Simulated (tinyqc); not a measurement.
Plane-wave Kohn-Sham cycle with exchange-only LDA in a layered model solid, step by step. One step of it, computed by the program tinyqc.

Problem. Iteration 2: Hamiltonian at one k. H(m,m') = (k + G_m)^2/2 delta + V(G_m - G_m'), with V(-G) = V(G).

A solid whose potential varies along x alone (atomic units):
```
parameter                      value
period a                   16.000000
cross-section of the cell  38.000000
electrons per cell                 2
grid points                       16
plane waves -n..n, n               2
k points                           1
V1 in V1 cos(2 pi x/a)     -0.660000
```

V(G_m), m = 0, 1, 2, ... (hartree): -0.145036  -0.306577  0.003379  -0.001506  -0.000131

k = 0.000000 2 pi / a

Give: H.

Solution.

H (hartree):
```
         -2       -1       +0       +1       +2
-2   0.1634  -0.3066   0.0034  -0.0015  -0.0001
-1  -0.3066  -0.0679  -0.3066   0.0034  -0.0015
+0   0.0034  -0.3066  -0.1450  -0.3066   0.0034
+1  -0.0015   0.0034  -0.3066  -0.0679  -0.3066
+2  -0.0001  -0.0015   0.0034  -0.3066   0.1634
```
